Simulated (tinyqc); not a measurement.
Stacked nanosheet transistor, parasitic resistance, capacitance and delay: one step of the calculation.

Ns sheets share one contact on top; each has perimeter p = 2 (Ws + ts) and cross-section A = Ws ts; contact width Wc = Ws + 10 nm, stack height Hs = Ns pv. Sheet 1 is the top one. Contact length Lc = CPP - Lg - 2 Lsp, shared by two neighbouring gates. Source and drain sides are equal. The formulas are first-order estimates, not field solutions.

Task. Capacitances. With N sheets: gate Cg = Cinv p N Lg; per side, plate Cp = ks eps0 [Wc (Hs + Hc) - N A]/Lsp, top fringe Cf = (2/pi) ks eps0 Wc ln(1 + Lg/(2 Lsp)), overlap Co = Cinv p N Lov. Cs = Cp + Cf + Co. An inverter of two such devices driving an equal one has the load CL = 2 (Cg + 2 Cs) + 4 Cs + Cw (its own drains counted twice for the Miller effect).

Inputs (values chosen for the exercise); values close to those of silicon logic devices:
- Ns = 2 (number of sheets)
- Ws = 20 nm (sheet width)
- ts = 4 nm (sheet thickness)
- pv = 18 nm (vertical pitch of the sheets)
- Lg = 18 nm (gate length)
- Lsp = 7 nm (spacer length)
- ks = 4 (relative permittivity of the spacer)
- Hc = 30 nm (gate height above the channel stack)
- Lov = 2 nm (gate overlap)
- Cinv = 2.8 uF/cm^2 (inversion capacitance)
- Cw = 0.06 fF (wire load)

Constants: eps0 = 8.8541878128e-12 F/m. Results are converted to the units shown.

Wanted: Cg; Cp; Cf; Co; CL.

Result.

Cg = 48.384 aF
Cp = 9.2084 aF
Cf = 0.55917 aF
Co = 5.3760 aF
CL = 277.92 aF

The channel capacitance gives 34.8 % of CL, the parasitic parts 43.6 % and the wire 21.6 %.

tinyqc, about 0.06 s, one thread, Intel Xeon 2.30GHz (shared host): `OMP_NUM_THREADS=1 python tinyqc.py 2170089 2170090 out.jsonl`
